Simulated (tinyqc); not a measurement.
Active against total: solid solubility of a dopant against its melt (retrograde solidus), clustering and the electrically active fraction. Computed by tinyqc, a small Python program. Command: `OMP_NUM_THREADS=1 python tinyqc.py 3018928 3018929 out.jsonl retro walk`. One thread of a shared host (Intel(R) Xeon(R) Processor @ 2.30GHz), about 0.01 s of CPU time with the checks.

Inputs (values chosen for the exercise, for a model dopant): atoms per cluster m = 3; cluster scale N* at 1273 K = 2.5e+20 1/cm^3; activation energy E_b of the cluster scale = 0.28 eV; anneal temperature T_a = 1125 K.

Clustering: clusters of m atoms, electrons left out.

Constants: k_B = 8.617333262e-05 eV/K.

Method. A highly soluble donor (another dopant than that of the solidus) is limited by clustering. Donors N_a are active, and clusters hold m atoms each: N_t = N_a + m C, m C = N* (N_a/N*)^m, with N*(T) = N*(1273 K) exp[-(E_b/k_B)(1/T - 1/1273)].

Active density (1/cm^3):
```
N_t (1/cm^3)  N_a at T_a  fraction  N_a at T_a + 150 K  N_a at T_a - 150 K
1.00e+19      9.9690e+18   0.99690          9.9842e+18          9.9255e+18
3.00e+19      2.9219e+19   0.97396          2.9589e+19          2.8278e+19
1.00e+20      8.2448e+19   0.82448          8.8862e+19          7.1804e+19
2.00e+20      1.3046e+20   0.65231          1.4827e+20          1.0692e+20
5.00e+20      2.0999e+20   0.41999          2.5050e+20          1.6401e+20
1.00e+21      2.8384e+20   0.28384          3.4548e+20          2.1740e+20
2.00e+21      3.7313e+20   0.18656          4.5955e+20          2.8252e+20
5.00e+21      5.2288e+20   0.10458          6.4958e+20          3.9256e+20
```

The exponent d ln N_a/d ln N_t falls from 0.98 to 0.37, towards 1/m = 0.333. At the highest dose a 150 K hotter anneal gives 1.24 times the active density, and a later step 150 K cooler would cut it to 0.75 if it ran to equilibrium: short hot anneals come last. For ionised donors far above n_i the electrons enter the mass action too and halve the limiting exponent.

Extremes, crossings and ranges named in words are read from the listed rows.
